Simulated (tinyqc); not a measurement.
Electron mobility of a polar semiconductor by Rode's iterative solution of the Boltzmann equation: one step, computed by the program tinyqc.

The distribution is f(E) + e F l(E) (-df/dE) cos(theta) for a weak field F, theta counted from the force; l(E) is a mean free path. Elastic processes enter by their momentum rate, polar optical phonons by out- and in-scattering terms. One valley only: where upper valleys lie close, measured mobilities are lower. The density n is prescribed, even where a narrow-gap material would have more intrinsic carriers.

Task: Rates on one ladder of the grid. Kane band: hbar^2 k^2/(2 m) = E (1 + alpha E), speed v = hbar k/(m (1 + 2 alpha E)), states per spin, volume and energy g(E) = m k (1 + 2 alpha E)/(2 pi^2 hbar^2); overlap factors are set to 1. Masses are multiplied by m_0 and all formulas are in SI units. Phonon occupation N_q = 1/(exp(hbar w/(k_B T)) - 1). Acoustic deformation potential (elastic, equipartition, absorption and emission together): 1/tau = 2 pi k_B T D_A^2 g(E)/(hbar rho v_l^2). Piezoelectric (elastic, unscreened, momentum relaxation): 1/tau = e^2 K^2 k_B T m (1 + 2 alpha E)/(2 pi eps_s eps_0 hbar^3 k), with alpha = 0 for a parabolic band. Singly charged impurities, momentum relaxation: 1/tau = N_I e^4 m (1 + 2 alpha E) Phi/(8 pi (eps_s eps_0)^2 hbar^3 k^3), with alpha = 0 for a parabolic band. Brooks-Herring: Phi = ln(1 + b) - b/(1 + b), b = 4 k^2 L_s^2. Polar optical, unscreened: W = e^2 w (1/eps_inf - 1/eps_s) m (1 + 2 alpha E') ln|(k + k')/(k - k')| / (4 pi eps_0 hbar^2 k), times N_q for absorption (E' = E + hbar w) and N_q + 1 for emission (E' = E - hbar w > 0), with alpha = 0 for a parabolic band; mean cosine of the angle <cos> = (k^2 + k'^2)/(2 k k') - 1/ln|(k + k')/(k - k')|. Energy grid E_j = (j + 1/2) hbar w/s, j = 0, 1, ..., up to (max(eta, 0) + 18) k_B T, so that E_j +/- hbar w are grid points; l = 0 beyond the grid; integrals are sums times the spacing. With f' = f(E'): out-scattering S_o = sum over absorption and emission of W (1 - f')/(1 - f); nu = sum of elastic rates; the in-scattering weights are c+ = W_abs <cos> (1 - f')/(1 - f) for E' = E + hbar w and c- likewise for emission.

Inputs (values chosen for the exercise, modelled on InSb):
```
quantity                              value    unit
effective mass m                     0.0135     m_0
non-parabolicity alpha                  5.7    1/eV
static permittivity eps_s              16.8       -
high-frequency permittivity eps_inf    15.7       -
density rho                            5780  kg/m^3
sound velocity v_l                     3810     m/s
acoustic deformation potential D_A      8.7      eV
optical phonon energy hbar w           24.3     meV
piezoelectric coupling K              0.028       -
temperature T                           250       K
grid points per phonon energy s           8       -
```

Band: Kane. Elastic processes: acoustic, piezoelectric, impurity.

reduced Fermi level eta = 5.286447

ionised impurity density N_I = 6.70e+17 1/cm^3

screening length L_s = 9.155924 nm

Constants: k_B = 8.617333262e-05 eV/K; k_B = 1.380649e-23 J/K; e = 1.602176634e-19 C; hbar = 1.054571817e-34 J s; m_0 = 9.1093837015e-31 kg; eps_0 = 8.8541878128e-12 F/m; hbar = 6.582119569e-16 eV s.

Give: Points j = s/2, s/2 + s, ... (the first seven rungs, or as many as the grid holds), rates in 1e12/s.

Result:

Points j = s/2, s/2 + s, ... (the first seven rungs, or as many as the grid holds), rates in 1e12/s:
```
E (meV)    v (m/s)     nu    S_o      c+      c-
13.7     5.361e+05  9.610  1.445  0.5583  0.0000
38.0     7.656e+05  5.892  1.614  0.7232  0.0856
62.3     8.671e+05  4.192  1.588  0.7346  0.1630
86.6     9.238e+05  3.252  1.439  0.6376  0.2280
110.9    9.591e+05  2.665  1.320  0.4991  0.3258
135.2    9.828e+05  2.274  1.394  0.4083  0.4865
159.5    9.995e+05  2.003  1.593  0.3736  0.6722
```

Points one phonon energy apart are coupled only to each other, so the grid falls into s independent ladders. Caution: the gas is degenerate, and screening of the polar coupling, left out here, would raise the mobility.
